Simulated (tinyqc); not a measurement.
UHF in the sto-3g basis, for H2+, spin multiplicity 2, step by step. One step of it, computed by the program tinyqc.

Task: Iteration 3: DIIS coefficients. Solve [B -1; -1 0][c; lambda] = [0; -1] for the coefficients, which sum to one.

B (overlaps of the stored error matrices):
```
               1              2              3
1  1.0007091e-01  6.4606915e-02  0.0000000e+00
2  6.4606915e-02  4.1710959e-02  0.0000000e+00
3  0.0000000e+00  0.0000000e+00  0.0000000e+00
```

Give: DIIS coefficients.

Result:

DIIS coefficients: -0.148  0.230  0.919
